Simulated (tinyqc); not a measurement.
# Carrier lifetime of an n-type layer with SRH, radiative, Auger and surface recombination: lifetime against injection

Uniform excess density dn = dp (no trapping), n = n0 + dn, p = p0 + dn, Boltzmann statistics, full ionisation. Surfaces enter as a rate 2 S dn/d, which holds while diffusion to them is fast.

ni = sqrt(Nc Nv) exp(-Eg/(2 Vt)), Eg in volts; majority density N/2 + sqrt(N^2/4 + ni^2), n0 p0 = ni^2; n1 = Nc exp(-Et/Vt), p1 = Nv exp((Et - Eg)/Vt); tn0 = 1/(sn vth Nt), tp0 = 1/(sp vth Nt). With e = n p - ni^2 = dn (n0 + p0 + dn): U_SRH = e/(tp0 (n + n1) + tn0 (p + p1)), U_rad = B e, U_Aug = (Cn n + Cp p) e, U_s = 2 S dn/d. Each tau is dn over its rate; tau = dn/U with U the sum.

Values chosen for this exercise; band and dielectric values close to those of cadmium telluride: temperature T = 300 K; band gap Eg = 1.53 eV; conduction-band density of states at T Nc = 8.04e17 cm^-3; valence-band density of states at T Nv = 1.77e19 cm^-3; radiative coefficient B = 1.97e-10 cm^3/s; donor density N = 4.5e14 cm^-3; Auger coefficient (two electrons) Cn = 1.5e-30 cm^6/s; Auger coefficient (two holes) Cp = 1.2e-30 cm^6/s; trap density Nt = 9.2e11 cm^-3; capture cross-section for electrons sn = 1e-17 cm^2; capture cross-section for holes sp = 6e-16 cm^2; thermal velocity (both carriers) vth = 2.2e7 cm/s; trap level below the conduction band Et = 1.24 eV; surface recombination velocity (both faces) S = 0 cm/s; sample thickness d = 20 um.

Constants: q = 1.602176634e-19 C, kB = 1.380649e-23 J/K, Vt = kB T/q. Results are converted to the units shown.

Lifetime against injection:

| dn (cm^-3) | tau_SRH (s) | tau_rad (s) | tau_Aug (s) | tau (s) | radiative share (%) | largest path |
|---|---|---|---|---|---|---|
| 1e11 | 0.0026936 | 1.1278e-5 | 3.2901 | 1.1231e-5 | 99.583 | radiative |
| 1e12 | 0.0026983 | 1.1255e-5 | 3.2718 | 1.1209e-5 | 99.584 | radiative |
| 1e13 | 0.0027437 | 1.1035e-5 | 3.0967 | 1.0991e-5 | 99.599 | radiative |
| 1e14 | 0.0031167 | 9.2293e-6 | 1.9240 | 9.2021e-6 | 99.704 | radiative |
| 1e15 | 0.0043000 | 3.5008e-6 | 0.20434 | 3.4979e-6 | 99.917 | radiative |
| 1e16 | 0.0049227 | 4.8576e-7 | 0.0034578 | 4.8564e-7 | 99.976 | radiative |
| 1e17 | 0.0050126 | 5.0534e-8 | 3.6779e-5 | 5.0464e-8 | 99.862 | radiative |
| 1e18 | 0.0050220 | 5.0739e-9 | 3.7011e-7 | 5.0052e-9 | 98.648 | radiative |
| 1e19 | 0.0050230 | 5.0759e-10 | 3.7034e-9 | 4.4641e-10 | 87.946 | radiative |

Radiative recombination leads at dn = 1e11 and in all other rows. The total lifetime falls from 1.12e-5 to 4.46e-10 s. tau_SRH goes from 0.00269 s (low-injection limit 0.00269 s) to 0.00502 s (high-injection limit tn0 + tp0 = 0.00502 s). Between the last two rows tau_rad goes as dn^(-1.00) and tau_Aug as dn^(-2.00); the radiative share goes from 99.6 through a maximum of 100 (at dn = 1e16 among the rows listed) to 87.9 %. For dn = 1e18, 1e19 the carriers are degenerate, where B and the Auger coefficients no longer stay constant.

tinyqc, about 0.01 s, one thread, Intel Xeon 2.30GHz (shared host): `OMP_NUM_THREADS=1 python tinyqc.py 2300134 2300135 out.jsonl`
